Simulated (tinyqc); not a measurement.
# On-chip interconnect, size-dependent resistivity and RC delay: two studies

A rectangular line between two neighbours and two ground planes. Surface and grain-boundary scattering are added to the bulk resistivity as corrections; capacitances are parallel-plate values without fringing; inductance is ignored.

Parameters, values chosen for the exercise; metal values close to those of tungsten:
- rho0 = 5.19 uohm cm (bulk resistivity)
- lam = 15.4 nm (bulk mean free path)
- ps = 0 (specular share of surface scattering)
- Rg = 0.26 (reflection coefficient of grain boundaries)
- gr = 1 (grain size over the metal width)
- wd = 10 nm (drawn line width)
- AR = 2 (aspect ratio, height over width)
- tl = 1.2 nm (liner on both walls and the bottom, not conducting)
- sp = 10 nm (space to the neighbouring lines)
- hd = 12 nm (dielectric height to the planes above and below)
- ek = 4.2 (relative permittivity of the dielectric)
- Mf = 2 (Miller factor of the neighbours)
- Lw = 180 um (line length)
- Rd = 780 ohm (driver resistance)
- Cl = 1.2 fF (load capacitance)
- rho2 = 5.28 uohm cm (bulk resistivity of the second metal (close to molybdenum))
- lam2 = 10.9 nm (mean free path of the second metal)
- tl2 = 0.3 nm (liner of the second metal)

Constants: eps0 = 8.8541878128e-12 F/m. Results are converted to the units shown.

Each table varies one quantity; the others keep the values above.

## Delay against the liner thickness

Metal width x = wd - 2 tl, height y = AR wd - tl; grain boundaries (Mayadas-Shatzkes): al = (lam/(gr x)) Rg/(1 - Rg), g = 1/[1 - 3 al/2 + 3 al^2 - 3 al^3 ln(1 + 1/al)] - 1; surfaces (Fuchs-Sondheimer, thick limit): s = (3/8) lam (1 - ps)(1/x + 1/y); rho = rho0 (1 + g + s); r = rho/(x y); c = eps0 ek (2 wd/hd + 2 Mf AR wd/sp). Elmore delay tE = Rd (c Lw + Cl) + r Lw (c Lw/2 + Cl); t50 is the time at which the far end of a ladder of 30 pi sections (half capacitances at both ends, Cl at the far end, a step applied through Rd) reaches half the step; line share r Lw/(Rd + r Lw); estimate 0.69 Rd (c Lw + Cl) + 0.38 r c Lw^2 + 0.69 r Lw Cl.

The same in every row: c (fF/um) = 0.3595.

Delay against the liner thickness:
```
tl (nm)  rho (uohm cm)  r (ohm/um)  tE (ps)  t50 (ps)  estimate (ps)  line share of the resistance (%)
0                13.61       680.6     4162      3152           3149                             99.37
0.4              14.24       789.5     4820      3650           3647                             99.45
0.9              15.18       969.2     5905      4472           4469                             99.55
1.3              16.11        1164     7082      5364           5361                             99.63
1.8              17.59        1510     9171      6946           6944                             99.71
2.2              19.14        1920  1.165e4      8823           8820                             99.77
2.7              21.82        2742  1.661e4   1.258e4        1.258e4                             99.84
3.1              24.96        3887  2.352e4   1.782e4        1.782e4                             99.89
```

Read the table: what changes, and by how much?

As tl goes from 0 to 3.1, r rises from 681 to 3890 ohm/um, c stays at 0.359 fF/um and t50 rises from 3150 to 17800 ps. t50/tE stays at 0.757, and the estimate is within 0.096 % of t50.

## Two metals against line width

Metal width x = wd - 2 tl, height y = AR wd - tl; grain boundaries (Mayadas-Shatzkes): al = (lam/(gr x)) Rg/(1 - Rg), g = 1/[1 - 3 al/2 + 3 al^2 - 3 al^3 ln(1 + 1/al)] - 1; surfaces (Fuchs-Sondheimer, thick limit): s = (3/8) lam (1 - ps)(1/x + 1/y); rho = rho0 (1 + g + s); r = rho/(x y). The second metal has rho2, lam2 and tl2 in place of rho0, lam and tl; ps, Rg, gr and AR are shared.

Result of one run:
```
wd (nm)  rho, first (uohm cm)  rho, second (uohm cm)  r, first (ohm/um)  r, second (ohm/um)  ratio second/first
70                      6.457                  6.174              6.882               6.368              0.9254
```

What becomes of these results when the drawn line width wd is changed from 70 to 5 nm, all else the same?

Result of the changed run:
```
wd (nm)  rho, first (uohm cm)  rho, second (uohm cm)  r, first (ohm/um)  r, second (ohm/um)  ratio second/first
5                       34.80                  18.76            1.521e4                4396              0.2890
```

The whole series:
```
wd (nm)  rho, first (uohm cm)  rho, second (uohm cm)  r, first (ohm/um)  r, second (ohm/um)  ratio second/first
5                       34.80                  18.76            1.521e4                4396              0.2890
6.5                     24.42                  15.41               5048                2056              0.4073
8                       19.48                  13.40               2351                1153              0.4906
10                      15.86                  11.70               1110               631.9              0.5693
13                      12.94                  10.17              492.1               319.3              0.6488
17                      10.87                  8.999              227.1               162.8              0.7171
22                      9.459                  8.142              112.8               87.06              0.7721
30                      8.246                  7.372              50.81               42.00              0.8266
45                      7.187                  6.672              19.00               16.75              0.8818
70                      6.457                  6.174              6.882               6.368              0.9254
120                     5.923                  5.802              2.109               2.027              0.9612
```

The resistivity of the first metal falls from 34.8 to 5.92 uohm cm and that of the second goes from 18.8 to 5.80 uohm cm as the line widens. The products rho0 lam, which set the size effect, are 79.9 and 57.6 uohm cm nm. The second metal has the lower resistance in every row. For widths well under the mean free path the thick-limit surface term is only a guide.

Range of the model: The metal width is under the mean free path, where the thick-limit surface term and the simple sum of corrections lose accuracy.

Program tinyqc, `OMP_NUM_THREADS=1 python tinyqc.py 2100161 2100162 out.jsonl`; Intel Xeon 2.30GHz, shared host, one thread, about 0.01 s.
